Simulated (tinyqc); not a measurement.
From results back to parameters: Koster-Slater impurity in an sp3s* host.

Problem. In the Koster-Slater model a defect shifts the s level of its site by Vs and the p levels by Vp; an A1 level solves 1/Vs = G_s(E) and a T2 level 1/Vp = G_p(E), E from the top of the valence band. A defect has an A1 level at E = 0.2802 eV, one of the energies of the table, and a T2 level at 1.9616 eV.

G(E) of the host (1/eV):

| E (eV) | G_s | G_p |
|---|---|---|
| 0.0000 | -0.0281423 | 0.2436682 |
| 0.2802 | -0.0378886 | 0.1667188 |
| 0.5605 | -0.0495398 | 0.1290431 |
| 0.8407 | -0.0641651 | 0.1018854 |
| 1.1209 | -0.0836112 | 0.0800501 |
| 1.4012 | -0.1116062 | 0.0612185 |
| 1.6814 | -0.1573932 | 0.0438831 |
| 1.9616 | -0.2547188 | 0.0264245 |
| 2.2419 | -1.0205990 | 0.0007896 |

Find: Vs, Vp.

Solution. Read G_s and G_p at the two energies and invert them. Vs is attractive and pulls its level down from the conduction bands. Vp is repulsive and pushes its level up from the valence bands.

Vs, Vp (eV): -26.4  37.8

Program tinyqc; command `OMP_NUM_THREADS=1 python tinyqc.py 1481879 1481880 out.jsonl`; about 0.09 s on one thread of a shared Intel(R) Xeon(R) Processor @ 2.30GHz.
